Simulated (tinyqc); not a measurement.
# Trap density from two Hall measurements

Inverse problem. p-type body, charge-sheet picture, full ionisation (an idealisation for deep acceptors), Boltzmann statistics for free electrons. e = Ec - EF at the surface. psi = Eg - Vt ln(Nv/Na) - e; N_dep = sqrt(2 eps0 eps_r Na (psi - Vt)/q); n_f = sqrt(N_dep^2 + 2 eps0 eps_r Vt Nc exp(-e/Vt)/q) - N_dep; Vg = Vfb + psi + q (N_dep + n_t + n_f)/Cox, Cox = eps0 eox/tox. Find e and n_t at both points and the mean trap density between them.

Values chosen for this exercise; band and dielectric values close to those of gallium nitride: temperature T = 300 K; band gap Eg = 3.35 eV; relative permittivity eps_r = 9.65; conduction-band density of states at T Nc = 2.32e18 cm^-3; valence-band density of states at T Nv = 4.55e19 cm^-3; relative permittivity of the insulator eox = 3.9; insulator thickness tox = 46 nm; acceptor density Na = 1.3e16 cm^-3; flat-band voltage without trapped charge Vfb = -2.95 V.

Constants: q = 1.602176634e-19 C, kB = 1.380649e-23 J/K, Vt = kB T/q, eps0 = 8.8541878128e-14 F/cm where lengths are in cm. Results are converted to the units shown.

Vg (V): 2.8669662  4.8391683
free sheet density from the Hall effect (cm^-2): 1.4487500e9  2.1151164e10

Answer. Each n_f fixes e; what the gate voltage holds beyond psi, N_dep and n_f is trapped; the difference quotient is the density, smeared over a few Vt.

e (eV): 0.1510  0.08100
n_t (cm^-2): 6.831e11  1.547e12
mean trap density = 1.234e13 cm^-2 eV^-1

tinyqc, about 0.02 s, one thread, Intel Xeon 2.30GHz (shared host): `OMP_NUM_THREADS=1 python tinyqc.py 2222244 2222245 out.jsonl`
